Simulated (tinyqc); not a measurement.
Hubbard chain of 2 sites, step by step. One step of it, computed by the program tinyqc.

Task: Mean-field iteration 1. H(up) = T + U n(down), H(down) = T + U n(up); fill the lowest levels; n(new) = n + mixing (n(out) - n); E = tr T (rho up + rho down) + U sum n_up n_down of the output.

one-body matrix (hopping and site energies) (eV), order 1, 2:
```
[[0.080000, -1.110000],
 [-1.110000, 0.780000]]
```

U = 2.300000 eV

electrons, up and down: [1, 1]

mixing = 1

n(up) at the start (a guess, not normalised): [0.500000, 0.500000]

n(down) at the start (a guess): [0.500000, 0.500000]

Give: levels, up; levels, down; energy; n(up) after iteration 1; n(down) after iteration 1.

Result:

levels, up (eV): [0.4161, 2.7439]

levels, down (eV): [0.4161, 2.7439]

energy = -0.2137 eV

n(up) after iteration 1: [0.6504, 0.3496]

n(down) after iteration 1: [0.6504, 0.3496]
